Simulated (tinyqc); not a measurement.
Diffusion-limited precipitation (Ham) of oxygen in silicon, with curvature and internal gettering: one step, computed by the program tinyqc.

N equal spheres grow from a supersaturated solution; each draws the steady flux of an isolated sphere, and the matrix concentration C falls as they grow.

Task: Gettering of a fast metal. The precipitates act as perfect sinks: tau_g = 1/(4 pi N r D_m) with r after the time t, D_m = prefactor x exp(-energy/(k_B T_g)); mean spacing N^(-1/3). Temperatures in kelvin are T(C) + 273.15.

Inputs (values chosen for the exercise, modelled on interstitial oxygen and iron in Czochralski silicon):
```
quantity,value,unit
precipitate density N,6.9e+08,1/cm^3
temperature T,1100,C
metal diffusion prefactor,0.00099,cm^2/s
metal diffusion energy,0.67,eV
gettering temperature T_g,600,C
```

radius r = 55.23217 nm

Constants: k_B = 8.617333262e-05 eV/K.

Give: metal diffusivity D_m; gettering time tau_g; mean spacing.

Result:

metal diffusivity D_m = 1.344e-07 cm^2/s

gettering time tau_g = 155.4 s

mean spacing = 11.32 um

Caution: one size class, no nucleation, no strain and no self-interstitials: real distributions coarsen, and the sinks work only while the metal is supersaturated.
